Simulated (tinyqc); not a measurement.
What an interlayer buys: scattering of inversion-layer electrons by surface optical phonons of the gate insulator (remote phonon scattering). Computed by tinyqc, a small Python program. Command: `OMP_NUM_THREADS=1 python tinyqc.py 3113121 3113122 out.jsonl sophonon walk`. One thread of a shared host (Intel(R) Xeon(R) Processor @ 2.30GHz), about 0.02 s of CPU time with the checks.

One subband with the Fang-Howard envelope; insulator and channel are half-spaces, the gate is far away, and an interlayer only moves the polar surface away by t (its own modes and its permittivity contrast are left out).

Inputs (values chosen for the exercise, modelled on AlN on germanium):

| quantity | value | unit |
|---|---|---|
| static constant of the insulator eps_0s | 9.2 | - |
| intermediate constant eps_i | 7.47 | - |
| optical constant eps_inf | 4.77 | - |
| hbar omega_TO1 | 80.4 | meV |
| hbar omega_TO2 | 90.1 | meV |
| constant of the channel eps_s | 16.2 | - |
| in-plane mass m | 0.124 | m_0 |
| valleys g_v | 4 | - |
| sheet density n | 3.3e+12 | 1/cm^2 |
| mean distance of the electrons z0 = 3/b | 2 | nm |
| interlayer thickness t | 0 | nm |
| temperature T | 350 | K |
| mobility from other processes | 660 | cm^2/(V s) |

Screening by the channel electrons: static.

Constants: k_B = 8.617333262e-05 eV/K; hbar^2/(2 m_0) = 3.80998212 eV angstrom^2; e^2/(4 pi eps_0) = 14.39964548 eV angstrom; hbar = 6.582119569e-16 eV s; e = 1.602176634e-19 C; m_0 = 9.1093837015e-31 kg.

Method:
- eps(w) = eps_inf + (eps_0s - eps_i) w1^2/(w1^2 - w^2) + (eps_i - eps_inf) w2^2/(w2^2 - w^2). Surface modes solve eps(w) + eps_s = 0, a quadratic in w^2; the strength of a mode is g = 2/(w d eps/dw).
- Occupation N = 1/(exp(hbar w/(k_B T)) - 1).
- Density of states D = g_v m/(pi hbar^2); eta = E_F/(k_B T) = ln(exp(n/(D k_B T)) - 1); screening wave number q_s = e^2 D/(2 eps_0 eps_avg) x 1/(1 + exp(-eta)), eps_avg = (eps_s + eps_inf)/2; b = 3/z0.
- For a mode of strength g, without the occupation factor, Area x |M(q)|^2 = e^2 hbar w g/(2 eps_0 q) x (b/(b + q))^6 exp(-2 q t) / (1 + (q_s/q) H(q))^2, H = (1 + 9 x/8 + 3 x^2/8)/(1 + x)^3, x = q/b.
- Approximate momentum relaxation rate, taking tau v alike in the initial and final states: 1/tau = (m/(2 pi hbar^3)) sum over modes and over absorption (N, E' = E + hbar w) and emission (N + 1, E' = E - hbar w > 0) of [(1 - f(E'))/(1 - f(E))] int_0^(2 pi) Area |M(q)|^2 (1 - cos theta) d theta, q^2 = k^2 + k'^2 - 2 k k' cos theta, f the Fermi function; 48 midpoints in theta from 0 to pi.
- mu = (e/m) int tau E f (1 - f) dE/(k_B T int f dE), by 300 midpoints from 0 to (max(eta, 0) + 14) k_B T; Matthiessen sum with the other processes.

hbar omega_SO (meV): 1 82.2497, 2 96.9313

strengths g: 1 0.00109076, 2 0.00722634

occupations N: 1 0.0699899, 2 0.0418862

b = 1.5 1/nm

q_s = 0.733502 1/nm

eta = -0.362891

Against the interlayer thickness:

| t (nm) | remote-phonon mobility (cm^2/(V s)) | total (cm^2/(V s)) |
|---|---|---|
| 0.0 | 2.9497e+05 | 658.53 |
| 0.3 | 4.8288e+05 | 659.10 |
| 0.6 | 7.7734e+05 | 659.44 |
| 1.0 | 1.4250e+06 | 659.69 |
| 1.5 | 2.8956e+06 | 659.85 |
| 2.0 | 5.5804e+06 | 659.92 |
| 3.0 | 1.8057e+07 | 659.98 |

What follows from these numbers?

1 nm of interlayer raises the remote-phonon mobility by a factor 4.83, as exp(2 q t) with an effective q of 0.79 per nm; between 2 and 3 nm the effective q is 0.59. The total goes from 659 to 660 over the first nanometre.

Extremes, crossings and ranges named in words are read from the listed rows.
